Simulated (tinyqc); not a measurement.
Worked calculation: plane-wave Kohn-Sham cycle with exchange-only LDA in a layered model solid. One step of it, computed by the program tinyqc.

Question. Iteration 2: Hamiltonian at one k. H(m,m') = (k + G_m)^2/2 delta + V(G_m - G_m'), with V(-G) = V(G).

A solid whose potential varies along x alone (atomic units):
```
parameter,value
period a,6.200000
cross-section of the cell,18.000000
electrons per cell,2
grid points,16
"plane waves -n..n, n",2
k points,4
V1 in V1 cos(2 pi x/a),-0.630000
```

V(G_m), m = 0, 1, 2, ... (hartree): -0.217288  -0.238989  0.009854  0.000713  0.000134

k = 0.125000 2 pi / a

Give: H.

Answer.

H (hartree):
```
,-2,-1,+0,+1,+2
-2,1.5880,-0.2390,0.0099,0.0007,0.0001
-1,-0.2390,0.1759,-0.2390,0.0099,0.0007
+0,0.0099,-0.2390,-0.2093,-0.2390,0.0099
+1,0.0007,0.0099,-0.2390,0.4326,-0.2390
+2,0.0001,0.0007,0.0099,-0.2390,2.1015
```
